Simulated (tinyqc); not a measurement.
# Screening length from the swing

Inverse problem. In a simple model of a Schottky-barrier transistor a barrier thinner than d = 3.6 nm is transparent, so the effective barrier is pn - psi (1 - exp(-d/lam)) and the swing beyond flat band is Vt ln 10/(1 - exp(-d/lam)). Find the thermionic swing, lam, and the effective barrier at psi = 0.2 V.

Inputs (values chosen for the exercise):
```
symbol,value,unit,meaning
T,300,K,temperature
pn,0.26,eV,barrier for electrons at both contacts
```

Constants: q = 1.602176634e-19 C, kB = 1.380649e-23 J/K, Vt = kB T/q. Results are converted to the units shown.

swing in the tunnelling range = 73.917108 mV/decade

Solution. The ratio of the two swings is 1 - exp(-d/lam).

Vt ln 10 = 59.53 mV/decade
lam = 2.200 nm
effective barrier = 0.09894 eV

Program tinyqc, `OMP_NUM_THREADS=1 python tinyqc.py 2390130 2390131 out.jsonl`; Intel Xeon 2.30GHz, shared host, one thread, about 0.3 s.
